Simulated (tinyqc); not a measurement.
Worked calculation: charge neutrality level from zone-averaged pseudopotential bands. Values are carried at full precision from step to step, so a last printed digit may differ when a step is redone from the rounded ones.

Empirical pseudopotential on the fcc lattice, atoms at +/- tau, tau = a (1,1,1)/8, no spin-orbit coupling. H(G,G') = c (2 pi/a)^2 |k + G|^2 delta + VS(q) cos(q.tau) + i VA(q) sin(q.tau), q = G - G', c = hbar^2/2m0; k and G in units of 2 pi/a; VS at |q|^2 = 3, 8, 11 and VA at 3, 4, 11, in rydberg, zero elsewhere. At each k the basis holds all G with |k + G|^2 up to 16; energies are counted from the fourth level at Gamma.

Mesh: k = sum_i (n_i + 1/2)/N b_i, n_i = 0 ... N - 1, b = (-1,1,1), (1,-1,1), (1,1,-1); points with the same sorted |kx|, |ky|, |kz| after folding to the shortest k + G are joined, with their count as weight. Neutrality (branch-point) level: E_N = (1/2) mean over k of [E5 + (E3 + E4)/2], E_n the n-th level from below.

Constants: hbar^2/2m0 = 3.80998211 eV angstrom^2; Ry = 13.60569312 eV.

Parameters, chosen for this exercise (classic local form factors of the size used for GaAs, without spin-orbit coupling; not measured data): a = 5.632 angstrom (lattice constant); VS = (-0.233, 0.01, 0.06) Ry (symmetric form factors); VA = (0.071, 0.049, 0.009) Ry (antisymmetric form factors); mesh = 4 (points along each reciprocal vector).

## Levels on the mesh

Diagonalise at each joined point.

Levels (eV):
```
kx          ky      kz  weight       E3       E4      E5      E6
0.1250  0.1250  0.1250       2  -0.1798  -0.1798  2.4253  4.7258
0.3750  0.1250  0.1250       6  -0.9452  -0.9390  3.2209  4.1690
0.3750  0.3750  0.1250       6  -1.7944  -0.5688  3.0790  5.0590
0.3750  0.3750  0.3750       2  -0.8246  -0.8246  1.8141  5.1052
0.6250  0.1250  0.1250       6  -2.0737  -1.7055  2.5717  3.8839
0.6250  0.3750  0.1250      12  -2.6774  -1.4527  3.7365  4.6033
0.6250  0.3750  0.3750       6  -1.8744  -1.1939  2.6755  4.7101
0.6250  0.6250  0.1250       6  -3.2472  -1.4514  2.9150  6.0051
0.8750  0.1250  0.1250       6  -2.7144  -2.1305  2.0817  3.0604
0.8750  0.3750  0.1250      12  -3.2629  -2.2809  3.4214  5.2723
```

## Gaps

Level 5 at Gamma, at the lowest of (f,0,0) with f = 0.8, 0.85, 0.9, 1, and at (1/2,1/2,1/2).

gaps to Gamma, Delta/X, L (eV): [1.4339, 1.7925, 1.6619]

## The neutrality level

Energies are counted from the valence top at Gamma. E_N = (1/2) weighted mean of [E5 + (E3 + E4)/2]. Compare with half the smallest indirect gap, min(Delta/X, L)/2, and give the barrier for electrons in the limit of full pinning, min(gaps) - E_N.

mean of E5 = 3.0256 eV
mean of (E3 + E4)/2 = -1.9057 eV
E_N = 0.5599 eV
half the indirect gap = 0.8309 eV
pinned barrier for electrons = 0.8739 eV

E_N lies at 39 % of the gap from the valence top, so pinned contacts have the lower barrier for holes. The two estimates differ by 0.27 eV; both rules are good to a few tenths of an eV only, so a position within that distance of a band edge or of mid-gap is not settled. Local form factors place the indirect gaps only to a few tenths of an eV, and E_N moves with them. Spin-orbit coupling, left out, would lift the valence top by a third of its splitting.

## Checks

- Sum of the weights against N^3: both 64.

(tinyqc, `OMP_NUM_THREADS=1 python tinyqc.py 1880169 1880170 out.jsonl`, Intel(R) Xeon(R) Processor @ 2.30GHz, 1 thread, shared host, about 0.09 s.)
